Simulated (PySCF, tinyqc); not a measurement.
Worked calculation: CIS on RHF in the 3-21g basis, for H3-, spin multiplicity 1. The basis has no diffuse functions, so it cannot describe the extra electron: this is an exercise in the method, not the real anion. The lowest restricted solution is unstable here: a spin-polarised one lies 0.0721 hartree lower (PySCF). One step of it, computed by the program tinyqc.

Problem. CIS singlet states. Diagonalise A (1 hartree = 27.211386 eV); each vector has its largest component positive (the first on a tie). The transition dipole is mu = sqrt2 sum c_ia <i|r|a>.

CIS matrix A, singlet (hartree), order 1>3, 1>4, 1>5, 1>6, 2>3, 2>4, 2>5, 2>6:
```
[[0.527602, 0.005638, -0.008232, 0.000000, 0.000000, 0.000000, 0.000000, 0.034963],
 [0.005638, 1.313159, 0.006723, 0.000000, 0.000000, 0.000000, 0.000000, -0.031658],
 [-0.008232, 0.006723, 1.527252, 0.000000, 0.000000, 0.000000, 0.000000, -0.008461],
 [0.000000, 0.000000, 0.000000, 1.571007, 0.031781, 0.025479, 0.001743, 0.000000],
 [0.000000, 0.000000, 0.000000, 0.031781, -0.012756, -0.004325, 0.028483, 0.000000],
 [0.000000, 0.000000, 0.000000, 0.025479, -0.004325, 0.808027, -0.010905, 0.000000],
 [0.000000, 0.000000, 0.000000, 0.001743, 0.028483, -0.010905, 1.039256, 0.000000],
 [0.034963, -0.031658, -0.008461, 0.000000, 0.000000, 0.000000, 0.000000, 1.142838]]
```

dipole integrals <i|r|a> (bohr), order 1>3, 1>4, 1>5, 1>6, 2>3, 2>4, 2>5, 2>6:
```
[[0.000000, 1.121524, 0.000000],
 [0.000000, -0.027296, 0.000000],
 [0.000000, -0.044840, 0.000000],
 [0.000000, 0.000000, -0.010388],
 [0.000000, 0.000000, 0.639683],
 [0.000000, 0.000000, 0.697146],
 [0.000000, 0.000000, 0.123416],
 [0.000000, 0.000000, 0.000000]]
```

Give: singlet excitation energies; lowest vectors; oscillator strengths 2/3 w |mu|^2.

Solution.

singlet excitation energies (eV): [-0.386, 14.299, 21.951, 28.315, 30.995, 35.879, 41.573, 42.790]

lowest vectors, order 1>3, 1>4, 1>5, 1>6, 2>3, 2>4, 2>5, 2>6:
```
[[0.000, 0.998, 0.000, 0.000, 0.058, 0.000],
 [0.000, -0.010, 0.000, 0.000, 0.176, 0.984],
 [0.000, 0.008, 0.000, 0.000, 0.020, -0.039],
 [-0.020, 0.000, -0.033, -0.003, 0.000, 0.000],
 [0.999, 0.000, -0.005, 0.027, 0.000, 0.000],
 [0.006, 0.000, 0.998, -0.048, 0.000, 0.000],
 [-0.027, 0.000, 0.048, 0.998, 0.000, 0.000],
 [0.000, -0.057, 0.000, 0.000, 0.983, -0.175]]
```

oscillator strengths 2/3 w |mu|^2: [-0.008, 0.878, 0.526, 0.016, 0.005, 0.001]

A negative triplet energy shows that the restricted solution is unstable towards a spin-polarised one.
